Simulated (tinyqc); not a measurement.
# Electron continuity equation in a given potential, Scharfetter-Gummel discretisation, step by step

Numbers from tinyqc (`OMP_NUM_THREADS=1 python tinyqc.py 2220109 2220110 out.jsonl`; about 0.01 s on one thread of a shared Intel Xeon 2.30GHz). Printed values are rounded.

Steady state in one dimension: J = q mu n E + q D dn/dx with E = -dpsi/dx and D = mu Vt, dJ/dx = 0, fixed densities nL and nR at the ends. The potential is given, psi = U x/L, and is not changed by the electrons.

Inputs (values chosen for the exercise); mobility close to that of silicon at room temperature: temperature T = 300 K; electron mobility mu = 1360 cm^2/(V s); length of the region L = 0.57 um; density at x = 0 nL = 2e14 cm^-3; density at x = L nR = 0 cm^-3; potential difference psi(L) - psi(0) U = 0.12 V.

Constants: q = 1.602176634e-19 C, kB = 1.380649e-23 J/K, Vt = kB T/q. Results are converted to the units shown.

## Potential on the mesh

10 equal intervals, h = L/10; psi = U x/L.

| node | psi (V) |
|---|---|
| 0 | 0.000000 |
| 1 | 0.012000 |
| 2 | 0.024000 |
| 3 | 0.036000 |
| 4 | 0.048000 |
| 5 | 0.060000 |
| 6 | 0.072000 |
| 7 | 0.084000 |
| 8 | 0.096000 |
| 9 | 0.108000 |
| 10 | 0.120000 |

## Bernoulli factors

d_i = (psi_(i+1) - psi_i)/Vt; B(d) = d/(exp(d) - 1), B(0) = 1. The flux on interval i is J_i = (q D/h) [n_(i+1) B(d_i) - n_i B(-d_i)].

| interval | d_i | B(d_i) | B(-d_i) |
|---|---|---|---|
| 0 | 0.464181 | 0.785801 | 1.24998 |
| 1 | 0.464181 | 0.785801 | 1.24998 |
| 2 | 0.464181 | 0.785801 | 1.24998 |
| 3 | 0.464181 | 0.785801 | 1.24998 |
| 4 | 0.464181 | 0.785801 | 1.24998 |
| 5 | 0.464181 | 0.785801 | 1.24998 |
| 6 | 0.464181 | 0.785801 | 1.24998 |
| 7 | 0.464181 | 0.785801 | 1.24998 |
| 8 | 0.464181 | 0.785801 | 1.24998 |
| 9 | 0.464181 | 0.785801 | 1.24998 |

The largest |d_i| is 0.464, below 2, so central differences would also keep densities positive.

## Tridiagonal system for the inner nodes

Row i (1 to 9): B(-d_(i-1)) n_(i-1) + b_i n_i + B(d_i) n_(i+1) = f_i with b_i = -B(-d_i) - B(d_(i-1)) and f_i = 0; the known end values are moved to the right: f_1 loses B(-d_0) nL and f_9 loses B(d_9) nR. h = L/10, D = mu Vt.

| node | diagonal b | right side f (cm^-3) |
|---|---|---|
| 1 | -2.03578 | -2.49996e14 |
| 2 | -2.03578 | 0 |
| 3 | -2.03578 | 0 |
| 4 | -2.03578 | 0 |
| 5 | -2.03578 | 0 |
| 6 | -2.03578 | 0 |
| 7 | -2.03578 | 0 |
| 8 | -2.03578 | 0 |
| 9 | -2.03578 | 0 |

## Densities and current

B(d) = d/(exp(d) - 1) with d_i = (psi_(i+1) - psi_i)/Vt; b and f are the diagonal and right side of the balance equations. Solve B(-d_(i-1)) n_(i-1) + b_i n_i + B(d_i) n_(i+1) = f_i (end values already in f), then J_i = (q D/h) [n_(i+1) B(d_i) - n_i B(-d_i)], h = L/10, D = mu Vt.

| node | n (cm^-3) |
|---|---|
| 0 | 2e14 |
| 1 | 1.98850e14 |
| 2 | 1.97021e14 |
| 3 | 1.94111e14 |
| 4 | 1.89482e14 |
| 5 | 1.82119e14 |
| 6 | 1.70406e14 |
| 7 | 1.51775e14 |
| 8 | 1.22137e14 |
| 9 | 7.49930e13 |
| 10 | 0 |

| interval | J (A/cm^2) |
|---|---|
| 0 | -92.6388 |
| 1 | -92.6388 |
| 2 | -92.6388 |
| 3 | -92.6388 |
| 4 | -92.6388 |
| 5 | -92.6388 |
| 6 | -92.6388 |
| 7 | -92.6388 |
| 8 | -92.6388 |
| 9 | -92.6388 |

Without sources J is the same on every interval. A mesh 200 times finer gives the same densities: for a potential that is linear on each interval and no sources the scheme is exact.

## Three discretisations compared

10 equal intervals. Fluxes J_i = (q D/h)(n_(i+1) P_i - n_i Q_i), d_i = (psi_(i+1) - psi_i)/Vt: Scharfetter-Gummel P = B(d), Q = B(-d), B(d) = d/(exp(d) - 1); central P = 1 - d/2, Q = 1 + d/2; upwind P = 1 + max(-d, 0), Q = 1 + max(d, 0). Balance at each inner node: J_i - J_(i-1) = 0. The reference is Scharfetter-Gummel on 2000 intervals.

Densities (cm^-3):

| node | Scharfetter-Gummel | central | upwind | reference |
|---|---|---|---|---|
| 0 | 2.000e14 | 2.000e14 | 2.000e14 | 2.000e14 |
| 1 | 1.988e14 | 1.989e14 | 1.979e14 | 1.988e14 |
| 2 | 1.970e14 | 1.972e14 | 1.948e14 | 1.970e14 |
| 3 | 1.941e14 | 1.944e14 | 1.903e14 | 1.941e14 |
| 4 | 1.895e14 | 1.900e14 | 1.838e14 | 1.895e14 |
| 5 | 1.821e14 | 1.828e14 | 1.741e14 | 1.821e14 |
| 6 | 1.704e14 | 1.713e14 | 1.600e14 | 1.704e14 |
| 7 | 1.518e14 | 1.529e14 | 1.394e14 | 1.518e14 |
| 8 | 1.221e14 | 1.234e14 | 1.091e14 | 1.221e14 |
| 9 | 7.499e13 | 7.602e13 | 6.484e13 | 7.499e13 |
| 10 | 0 | 0 | 0 | 0 |

Largest errors as a share of the largest reference density listed: Scharfetter-Gummel under 1e-7 %, central 0.63 %, upwind 6.5 %. The largest |d| is 0.464. Upwinding stays positive but acts as if D were larger by the factor 1 + |d|/2, up to 1.23 here.
